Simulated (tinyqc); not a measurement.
Sheet resistance of a shallow doped layer with concentration-dependent mobility and limited activation: one step, computed by the program tinyqc. Command: `OMP_NUM_THREADS=1 python tinyqc.py 3019902 3019903 out.jsonl irvin walk`. One thread of a shared host (Intel(R) Xeon(R) Processor @ 2.30GHz), about 0.03 s of CPU time with the checks.

A layer of one dopant lies in a background of the opposite type. Current flows parallel to the surface down to the junction; depletion is ignored.

Question. Sheet resistance. C(x) = C_s for x < l and C_s 10^(-(x - l)/abruptness) beyond. Active density N = min(C, C_a); carriers n = N - C_B; mobility mu = mu_min + (mu_max - mu_min)/(1 + ((N + C_B)/N_r)^alpha). Integrals from 0 to x_j, where C = C_B (Gauss-Legendre, 60 points on each smooth piece; 1 nm = 1e-7 cm): dose int C dx, carriers int n dx, mean mobility int n mu dx/int n dx, R_s = 1/(e int n mu dx).

Inputs (values chosen for the exercise, modelled on phosphorus in silicon):
```
quantity                      value        unit
surface concentration C_s   2.7e+20      1/cm^3
length l                         11          nm
tail abruptness                   3   nm/decade
background C_B              1.4e+16      1/cm^3
mobility floor mu_min          71.6  cm^2/(V s)
mobility mu_max                1460  cm^2/(V s)
reference density N_r      9.91e+16      1/cm^3
exponent alpha                 0.73           -
anneal temperature T            950           C
```

Profile: box with exponential tail.

active limit C_a = 3.704176e+20 1/cm^3

Constants: e = 1.602176634e-19 C.

Give: chemical dose; sheet carrier density; mean mobility; sheet resistance R_s; carriers per dopant atom; product R_s x_j.

Answer.

chemical dose = 3.322e+14 1/cm^2

sheet carrier density = 3.321e+14 1/cm^2

mean mobility = 76.86 cm^2/(V s)

sheet resistance R_s = 244.5 ohm/square

carriers per dopant atom = 0.9999

product R_s x_j = 5833 ohm nm

Caution: above about 2e20 per cm^3 measured mobilities fall further than this form.
